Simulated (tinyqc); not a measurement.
Inside a calculation. Model: vertical double-diffused power MOSFET, components of the on-resistance.

Numbers from tinyqc (`OMP_NUM_THREADS=1 python tinyqc.py 2230014 2230015 out.jsonl`; about 0.01 s on one thread of a shared Intel Xeon 2.30GHz). Printed values are rounded.

Stripe cells of pitch Wp + a, two channels a cell. Current flows through the channels, spreads in the accumulation layer, passes the gap between the p bodies and spreads at 45 degrees into the drift layer below them. Low drain voltage, full ionisation.

Inputs (values chosen for the exercise); bulk values close to those of gallium nitride:
- T = 300 K (temperature)
- eps_r = 9.62 (relative permittivity)
- Kc = 25200 V/cm per (cm^-3)^(1/8) (critical-field constant)
- BV = 6500 V (rated breakdown voltage of the drift layer)
- mud = 917 cm^2/(V s) (drift mobility at 300 K)
- bt = 2 (temperature exponent of the drift mobility)
- tox = 32 nm (gate oxide thickness (eps_r 3.9))
- Vov = 13 V (gate overdrive)
- mch = 33 cm^2/(V s) (channel mobility)
- mac = 160 cm^2/(V s) (accumulation-layer mobility)
- Lc = 1.4 um (channel length)
- Wp = 3.8 um (width of the p body in one cell, channels included)
- a = 2.5 um (gap between neighbouring p bodies)
- xp = 1 um (depth of the p body)
- Nj = 5 (doping of the gap over the drift doping)
- Vbi = 3.09 V (built-in voltage of the body junction)
- Rs = 0.085 mohm cm^2 (substrate and contact resistance)

Constants: q = 1.602176634e-19 C, eps0 = 8.8541878128e-14 F/cm where lengths are in cm. Results are converted to the units shown.

## Drift layer

Triangular field at breakdown with Ec = Kc N^(1/8): BV = eps0 eps_r Ec^2/(2 q N), so N = (eps0 eps_r Kc^2/(2 q BV))^(4/3); W = 2 BV/Ec; mu = mud (T/300 K)^(-bt); rho = 1/(q mu N); ideal resistance rho W.

N = 1.656894e15 cm^-3
Ec = 2.012855 MV/cm
W = 64.58489 um
mu = 917 cm^2/(V s)
rho = 4.107953 ohm cm
ideal resistance = 26.53117 mohm cm^2

## Components of the on-resistance

Pitch p = Wp + a, Cox = 3.9 eps0/tox; zero-bias depletion in the gap w0 = sqrt(2 eps0 eps_r Vbi/(q N Nj)), open gap g = a - 2 w0; R_ch = Lc p/(2 mch Cox Vov); R_acc = 0.6 a p/(4 mac Cox Vov), 0.6 being an empirical factor for current leaving the layer along its length; R_gap = (rho/Nj) xp p/g; spreading depth t = min(W, (p - g)/2); R_drift = (rho p/2) ln((g + 2 t)/g) + rho (W - t); R_on = the sum with Rs.

w0 = 0.6297505 um
g = 1.240499 um
components (mohm cm^2): channel 0.9526161, accumulation 0.1052556, gap 0.4172531, drift 27.59476, substrate 0.085
R_on = 29.15489 mohm cm^2
shares (%): channel 3.26743, accumulation 0.36102, gap 1.43116, drift 94.64884, substrate 0.29155

The drift term is the largest. R_on is 1.10 times the ideal drift resistance, and spreading raises the drift term to 1.04 times it.
